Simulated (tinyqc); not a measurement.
# Ferroelectric hysteresis, discrete Preisach model: which history is remembered

36 bistable elements (j, k) switch to +1 when V reaches u_j and to -1 when V falls to -u_k, and keep their state between. P = Ps sum w_jk s_jk. All elements start at -1. No time dependence and no dielectric part.

w_jk is proportional to exp[-(a_j^2 + a_k^2 - 2 cr a_j a_k)/(2 (1 - cr^2))], a_j = (u_j - Vc)/sg, and the weights sum to one. Each row applies its voltages in turn to the starting state.

Values chosen for this exercise: saturation polarisation Ps = 29 uC/cm^2; mean coercive voltage Vc = 1 V; spread of the switching voltages sg = 0.56 V; list of the u_j up = [0.2, 0.6, 1, 1.4, 1.8, 2.2] V; correlation of up and down voltages cr = 0.8.

Final polarisation:
```
                        P (uC/cm^2)
+2 V                          27.38
+1.6, -1.2, +2 V              27.38
+2, -1.6 V                   -22.49
+2, -1.2, +1.2, -1.6 V       -22.49
+2.4, -1.6, +1.6 V            25.93
+1.6 V                        21.09
```

What do the numbers show?

Rows 1 and 2 agree, and so do rows 3 and 4: a larger excursion wipes out the smaller ones before it. Rows 5 and 6 end at the same voltage yet differ by 4.84 uC/cm^2, because row 5 keeps elements set by the earlier full write that the negative pulse did not reach.

Program tinyqc, `OMP_NUM_THREADS=1 python tinyqc.py 2860113 2860114 out.jsonl`; Intel Xeon 2.30GHz, shared host, one thread, about 0.01 s.
